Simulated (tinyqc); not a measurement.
On-chip power grid, static voltage drop by conjugate gradients: one step of the calculation.

A grid of 4 rows and 4 columns, node k = 4 row + column. Neighbours in a row are joined by Rx, in a column by Ry; pad nodes, which reach the supply through Rp: 0, 15. Each node draws I0, node 12 draws kh I0. The drops u = Vdd - V solve G u = i, with G the conductance matrix (1/Rp added on the diagonal at pad nodes).

Task. Worst drop, pad currents and power lost. Pad current u/Rp; worst drop as a share of Vdd; power lost in the grid and pads sum_k i_k u_k; power delivered sum_k i_k (Vdd - u_k).

Inputs (values chosen for the exercise): supply voltage Vdd = 0.7 V; resistance from a pad node to the supply Rp = 0.36 ohm; load current of an ordinary node I0 = 10 mA; factor on the load at the hot node kh = 8.

converged u (mV):
```
,col 0,col 1,col 2,col 3
row 0,41.577425,47.371357,49.372501,49.799975
row 1,48.279080,49.480638,49.604070,49.061683
row 2,52.864032,51.402180,49.299022,46.764449
row 3,57.585936,52.766367,48.259019,41.222575
```

Give: worst drop; share of Vdd; pad currents; power lost; power delivered.

Result.

worst drop = 57.586 mV
share of Vdd = 8.2266 %
pad currents (mA): node 0 115.49, node 15 114.51
power lost = 11.878 mW
power delivered = 149.12 mW

The pad currents add up to the total load, 230.0 mA. The worst drop is at node 12; the hot node is 12.

Computed by the program tinyqc: `OMP_NUM_THREADS=1 python tinyqc.py 2770218 2770219 out.jsonl`, one thread of a shared Intel Xeon 2.30GHz, about 0.08 s for the whole run.
